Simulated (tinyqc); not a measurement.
Minority carriers and saturation current of a heavily doped emitter: effect of temperature on the narrowing factor.

n-type, parabolic bands, full ionisation. eta = (EF - Ec)/kB T solves N = Nc F12(eta), F12(x) = (2/sqrt(pi)) int_0^infinity sqrt(u)/(1 + exp(u - x)) du. The gap shrinks rigidly by dEg = a3 y^(1/3) + a4 y^(1/4) + a2 y^(1/2), y = N/1e18 cm^-3, an empirical law that is here taken as the true narrowing.

Nc is given at 250 K and scales as T^1.5; dEg is held. The factor nie^2/ni^2 = exp(dEg/kB T) g, g = F12(eta) exp(-eta), divides the current gain of a transistor with this emitter.

Parameters, values chosen for the exercise; band and dielectric values close to those of silicon:
- Nc = 2.16e19 cm^-3 (conduction-band density of states at 250 K)
- N = 1.4e19 cm^-3 (ionised donor density)
- a3 = 17.3 meV (coefficient of (N/1e18)^(1/3))
- a4 = 12.7 meV (coefficient of (N/1e18)^(1/4))
- a2 = 3.9 meV (coefficient of (N/1e18)^(1/2))

Constants: q = 1.602176634e-19 C, kB = 1.380649e-23 J/K, Vt = kB T/q. Results are converted to the units shown.

Effect of temperature on the narrowing factor:

| T (K) | eta | g | nie^2/ni^2 | its logarithm |
|---|---|---|---|---|
| 150 | 0.8164 | 0.6164 | 321.0 | 5.771 |
| 200 | 0.2174 | 0.7288 | 79.44 | 4.375 |
| 250 | -0.2065 | 0.7968 | 33.99 | 3.526 |
| 300 | -0.5340 | 0.8410 | 19.19 | 2.954 |
| 350 | -0.8008 | 0.8715 | 12.72 | 2.543 |
| 400 | -1.026 | 0.8934 | 9.327 | 2.233 |
| 450 | -1.221 | 0.9098 | 7.319 | 1.991 |

What does the table show?

The factor falls from 321 to 7.32. Its slope against q/kB T is 72.2 meV between the first two rows and 75.2 meV between the last two, against dEg = 80.9 meV: degeneracy takes back part of the narrowing. The factor grows on cooling, so the current gain of such a transistor falls.

Range of the model: Band tails, non-parabolic bands and incomplete ionisation are left out.

Computed by the program tinyqc: `OMP_NUM_THREADS=1 python tinyqc.py 2330035 2330036 out.jsonl`, one thread of a shared Intel Xeon 2.30GHz, about 0.01 s for the whole run.
